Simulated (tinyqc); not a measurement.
Gupta-type many-body potential for a metal. Which input was changed? Computed by tinyqc, a small Python program. Command: `OMP_NUM_THREADS=1 python tinyqc.py 3024506 3024507 out.jsonl gupta which`. One thread of a shared host (Intel(R) Xeon(R) Processor @ 2.30GHz), about 0.09 s of CPU time with the checks.

E_i = sum_j A exp(-p (r_ij/r0 - 1)) - xi rho_i^gamma, with rho_i = sum_j exp(-2 q (r_ij/r0 - 1)); gamma = 1/2 is the tight-binding second-moment form. The crystal is fcc unless stated; d is the neighbour distance and a fixed number of shells is kept.

Inputs (values chosen for the exercise, for a model metal):
```
quantity                   value      unit
repulsion A               0.0864        eV
hopping xi                   1.5        eV
decay p                     10.8         -
decay q                     2.31         -
reference distance r0      2.556  angstrom
shells kept                    5         -
embedding exponent gamma    0.45         -
```

Constants: 1 eV/angstrom^3 = 160.2176634 GPa.

Method:
- fcc shells: d sqrt(k), k = 1..5, with 12, 6, 24, 12, 24 atoms; Omega = d^3/sqrt2.
- Equilibrium: dE/dd = 0; B = d^2 E''(d)/(9 Omega).
- Second derivatives of E/Omega at equilibrium under homogeneous strain: e_xx = h gives C11; e_xx = -e_yy = h gives 2 (C11 - C12); e_xy = e_yx = h/2 gives C44.

Problem. One of these inputs alone was changed, within the range given: repulsion A (0.0432 to 0.1728); hopping xi (0.75 to 3); decay p (7.5 to 21.6); decay q (1.155 to 4.6). Which one, and to what value?

Results:
```
run     bulk modulus B (GPa)  Cauchy pressure C12 - C44 (GPa)  cohesive energy E_c (eV)
before              138.2742                         45.51644                  3.859399
after               187.9131                         41.67757                  3.917833
```

Solution.

Each candidate set to reproduce bulk modulus B, and what it then gives:
```
candidate           range searched  value needed  Cauchy pressure C12 - C44 (GPa)  cohesive energy E_c (eV)
repulsion A (eV)  0.0432 to 0.1728  out of reach                                -                         -
hopping xi (eV)          0.75 to 3         1.866                           62.397                    5.0842
decay p                7.5 to 21.6         14.80                           41.678                    3.9178
decay q               1.155 to 4.6         3.295                           91.124                    3.6971
```

Only decay p fits every result: it went from 10.8 to 14.8. The next best candidate, hopping xi, misses one result by 50 %.
